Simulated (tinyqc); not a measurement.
The same stress in different states: Raman shift of the zone-centre optical phonon of a diamond-structure crystal under stress. Computed by tinyqc, a small Python program. Command: `OMP_NUM_THREADS=1 python tinyqc.py 3012635 3012636 out.jsonl ramanstress walk`. One thread of a shared host (Intel(R) Xeon(R) Processor @ 2.30GHz), about 0.01 s of CPU time with the checks.

Axes x, y, z are the cube axes. Strain shifts the threefold optical mode and can split it; p, q and r are the phonon deformation potentials.

Inputs (values chosen for the exercise, modelled on silicon):
```
quantity                          value  unit
unstrained frequency omega_0      520.9  1/cm
p/omega_0^2                       -1.91     -
q/omega_0^2                       -2.32     -
r/omega_0^2                      -0.718     -
C11                               166.7   GPa
C12                               63.13   GPa
C44                               80.67   GPa
stress sigma (tension positive)   -0.27   GPa
```

Stress state: uniaxial. Axis: [110].

Method:
- S11 = (C11 + C12)/D, S12 = -C12/D, D = (C11 - C12)(C11 + 2 C12), S44 = 1/C44.
- eps_xx = S11 sigma_xx + S12 (sigma_yy + sigma_zz), and cyclic; eps_xy = S44 sigma_xy/2 (tensor strain).
- Secular matrix: M_xx = p eps_xx + q (eps_yy + eps_zz), M_xy = 2 r eps_xy; its eigenvalues are omega^2 - omega_0^2, and the shifts are these over 2 omega_0.
- Uniaxial: sigma n n^T; biaxial: sigma (1 - n n^T); hydrostatic: sigma 1. The line seen from (001) is taken as unresolved, at the intensity-weighted shift M_zz/(2 omega_0).

S44 = 12.3962 1/TPa

S11 = 7.57468 1/TPa

S12 = -2.08062 1/TPa

Shifts (1/cm):
```
state                  lowest  middle  highest  line seen from (001)
uniaxial [100]         0.3385  0.6169   0.6169                0.6169
uniaxial [110]         0.1647  0.6169   0.7906                0.6169
uniaxial [001]         0.3385  0.6169   0.6169                0.3385
uniaxial [111]         0.3155  0.3155   0.9413                0.5241
biaxial, normal [001]  0.9554  0.9554   1.2338                1.2338
biaxial, normal [111]  0.6309  1.2568   1.2568                1.0482
hydrostatic            1.5722  1.5722   1.5722                1.5722
```

What follows from these numbers?

Seen from (001), uniaxial stress along [100] and along [110] give the same shift (0.617), and equal biaxial stress in the plane gives twice as much (1.234), since only sigma_xx + sigma_yy and sigma_zz enter M_zz. Stress along [001] gives 0.338. One measured shift therefore fixes the stress only once its state is assumed: read as uniaxial in the plane, a shift implies twice the stress that it does read as biaxial.

Extremes, crossings and ranges named in words are read from the listed rows.
